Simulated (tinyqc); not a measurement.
Gate-all-around wire with two subbands, quantum capacitance: two steps of the calculation.

phi is the Fermi level above the lowest subband edge, in volts; Vg is counted from the gate voltage at which an empty wire would have phi = 0. Both directions of motion are filled (equilibrium).

Parameters, values chosen for the exercise:
- T = 150 K (temperature)
- md = 0.028 m0 (mass along the wire)
- gv = 4 (valley degeneracy)
- E2 = 0.11 eV (second subband above the first)
- g2 = 1 (orbital degeneracy of the second subband)
- Vg = 1.18 V (gate voltage)

Constants: q = 1.602176634e-19 C, kB = 1.380649e-23 J/K, hbar = 1.054571817e-34 J s, m0 = 9.1093837015e-31 kg, Vt = kB T/q. Results are converted to the units shown.

Problem 1. New phi. N1 = gv sqrt(2 md m0 kB T/(pi hbar^2)); n1 = N1 F(phi/Vt), n2 = g2 N1 F((phi - E2)/Vt), n = n1 + n2, F(e) = (1/sqrt(pi)) int_0^infinity u^(-1/2) du/(1 + exp(u - e)); Cq = q dn/dphi = (q N1/Vt) [F'(phi/Vt) + g2 F'((phi - E2)/Vt)]. Newton: f = phi + q (n)/Cox - Vg, phi(new) = phi - f/(1 + (Cq)/Cox).

phi after iteration 1 = 0.21719599 V
Cox = 2.9271821 pF/cm

Give: n1; n2; Cq; f; phi after iteration 2.

Solution 1.

n1 = 1.016e7 cm^-1
n2 = 7.101e6 cm^-1
Cq = 9.228 pF/cm
f = -0.01810 V
phi after iteration 2 = 0.2216 V

Problem 2. Charge and capacitances at the solution. 1/C_G = 1/Cox + 1/(Cq); dphi/dVg = Cox/(Cox + Cq).

converged phi = 0.22158395 V
Cox = 2.9271821 pF/cm

Find: n; Cq; C_G; dphi/dVg.

Solution 2.

n = 1.7510e7 cm^-1
Cq = 9.0707 pF/cm
C_G = 2.2130 pF/cm
dphi/dVg = 0.24397

Cq is 3.10 times Cox, so C_G is 75.6 % of Cox; 18.8 % of the gate voltage has gone into phi.

Computed by the program tinyqc: `OMP_NUM_THREADS=1 python tinyqc.py 2200068 2200069 out.jsonl`, one thread of a shared Intel Xeon 2.30GHz, about 0.01 s for the whole run.
